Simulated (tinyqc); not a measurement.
Inside a calculation. Method: one-electron ion in a basis of Gaussians. One step of it, computed by the program tinyqc.

Problem. Generalised eigenproblem. Solve H C = S C e through S^(-1/2); each column has its largest component positive (the first on a tie).

H = T + V (hartree), lower triangle:
```
           1          2           3           4           5            6             7
1  -4.465689
2  -5.028585  -6.744941
3  -4.337828  -7.739802    0.432110
4  -3.213133  -8.119735   -0.542334   76.157289
5  -2.241377  -6.622516  -10.728340   80.009606  536.760816
6  -1.529521  -4.808996  -12.269717   11.710318  574.730971  2990.583861
7  -1.034757  -3.338282   -9.904188  -15.474619  199.472753  3218.436939  15448.496435
```

S, lower triangle:
```
          1         2         3         4         5         6         7
1  1.000000
2  0.650261  1.000000
3  0.245543  0.650234  1.000000
4  0.078306  0.245521  0.650219  1.000000
5  0.024031  0.078299  0.245513  0.650219  1.000000
6  0.007316  0.024030  0.078302  0.245530  0.650252  1.000000
7  0.002223  0.007314  0.024027  0.078294  0.245505  0.650172  1.000000
```

Give: eigenvalues of S; eigenvalues; coefficients.

Solution.

eigenvalues of S: 0.0933  0.1711  0.3368  0.6470  1.1686  1.9101  2.6730

eigenvalues (hartree): -7.9806  -1.5324  16.7635  144.2825  846.5137  4474.9466  23409.1689

coefficients:
```
        1        2        3        4        5        6        7
1  0.1650   1.2651  -0.5413  -0.1710   0.0642  -0.0258   0.0105
2  0.7001  -0.7767   1.4390   0.5653  -0.2120   0.0846  -0.0342
3  0.2456  -0.1262  -1.3561  -1.2909   0.5413  -0.2142   0.0861
4  0.0369  -0.0236   0.0204   1.4769  -1.2198   0.5236  -0.2079
5  0.0057  -0.0026  -0.0230  -0.1035   1.5046  -1.1831   0.5029
6  0.0007  -0.0005   0.0009   0.0227  -0.1357   1.4986  -1.1276
7  0.0001  -0.0001  -0.0005  -0.0019   0.0198  -0.1237   1.3924
```

For Z = 4 and l = 0 the exact lowest level is -Z^2/(2 n^2) with n = l + 1: -8.000000 hartree.
